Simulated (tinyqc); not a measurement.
Deformation-potential model of the X valleys of a conduction band, step by step. Values are carried at full precision from step to step, so a last printed digit may differ when a step is redone from the rounded ones.

s11 = (C11 + C12)/((C11 - C12)(C11 + 2 C12)), s12 = -C12/((C11 - C12)(C11 + 2 C12)), s44 = 1/C44; exx = s11 sxx + s12 (syy + szz) and cyclic, exy = s44 sxy/2; tension is positive. A uniaxial stress X along the unit vector n is s_ij = X n_i n_j.

Constants: kB = 8.617333262e-05 eV/K; hbar^2/2m0 = 3.80998211 eV angstrom^2.

Inputs chosen for the exercise (near those of GaP; not measured data): C11 = 142.1 GPa; C12 = 62.1 GPa; C44 = 70.3 GPa; load = uniaxial [001] (kind of stress); X = -1.37 GPa (stress); Xd = 1.46 eV (dilation potential); Xu = 6.25 eV (uniaxial potential); T = 350 K (temperature); ml = 2.056 m0 (longitudinal mass); mt = 0.258 m0 (transverse mass).

## Strain from a uniaxial [001] stress

Form the compliances and the strain.

s11, s12, s44 (1/TPa): 9.5851  -2.9149  14.2248

strain tensor:
```
          x         y          z
x  0.003993  0.000000   0.000000
y  0.000000  0.003993   0.000000
z  0.000000  0.000000  -0.013132
```

## Valley shifts

Valleys with axes along x, y and z, one whole valley each. Herring-Vogt shift of a valley with unit axis a: dE = Xd tr(e) + Xu a.e.a. Non-degenerate shares n_i = exp(-dE_i/kT)/sum_j exp(-dE_j/kT). Inverse mass tensor of a valley: (1 - a a)/mt + a a/ml; the masses are taken as independent of strain.

Apply the Herring-Vogt formula to each valley.

Xd tr(e) = -7.51 meV

a.e.a: x 0.003993, y 0.003993, z -0.013132

shifts dE (meV): x 17.45, y 17.45, z -89.58

The lowest valley is z, 107.0 meV below the highest; the mean shift over all valleys is (Xd + Xu/3) tr(e) = -18.23 meV.

## Shares of the electrons

Boltzmann factors of the shifts.

kT = 30.161 meV

shares: x 0.0272, y 0.0272, z 0.9456

effective number of valley axes, 1/(largest share) = 1.058

## Conductivity mass tensor

With one scattering time for all valleys the conductivity goes as M = sum_i n_i (inverse mass tensor of valley i); along the unit vector u, 1/m_c = u.M.u. Without stress 1/m_c = (1/ml + 2/mt)/3. Take u along [110].

M (1/m0):
```
       x      y      z
x  3.784  0.000  0.000
y  0.000  3.784  0.000
z  0.000  0.000  0.671
```

m_c along [110] = 0.2643 m0
m_c without stress = 0.3642 m0

The repopulation alone changes the mobility along [110] by +37.8 %; with all electrons in the valleys lightest or heaviest along this direction it would change by +41 or -21 %.

## Effective density of states

Each of the 3 whole valleys has m_d = (ml mt^2)^(1/3) and N = 2 (m_d kT/(4 pi c))^(3/2), c = hbar^2/2m0. Counted from the lowest edge, Nc = N x sum_i exp(-(dE_i - dE_min)/kT). 1 angstrom^-3 = 1e24 cm^-3.

m_d = 0.5153 m0
N of one valley = 1.170e+19 cm^-3
Nc under stress = 1.237e+19 cm^-3
Nc without stress = 3.509e+19 cm^-3

## Piezoresistance from repopulation

For small stress d(rho)/rho = pi X. For valleys on the cube axes pi11 = -(2/3) Xu (s11 - s12)/kT x (K - 1)/(2K + 1), pi12 = -pi11/2, pi44 = 0, K = ml/mt. For stress along [110]: pi_l = (pi11 + pi12 + pi44)/2 with the current along it and pi_t = (pi11 + pi12 - pi44)/2 with the current along [1-10]. 1/GPa = 100 x 1e-11/Pa.

K = 7.969

pi11, pi12, pi44 (1e-11/Pa): -71.1  35.5  0.0

pi_l, pi_t for [110] (1e-11/Pa): -17.8  -17.8

Only the transfer between valleys is counted; changes of mass and of intervalley scattering add to it in a real crystal.

## Checks

- Conductivity mass at zero stress against 3/(1/ml + 2/mt): both 0.3641519.
- Piezoresistance coefficients by finite differences against the closed form: largest difference 7.8e-09.

Program tinyqc; command `OMP_NUM_THREADS=1 python tinyqc.py 1081255 1081256 out.jsonl`; about 0.01 s on one thread of a shared Intel(R) Xeon(R) Processor @ 2.30GHz.
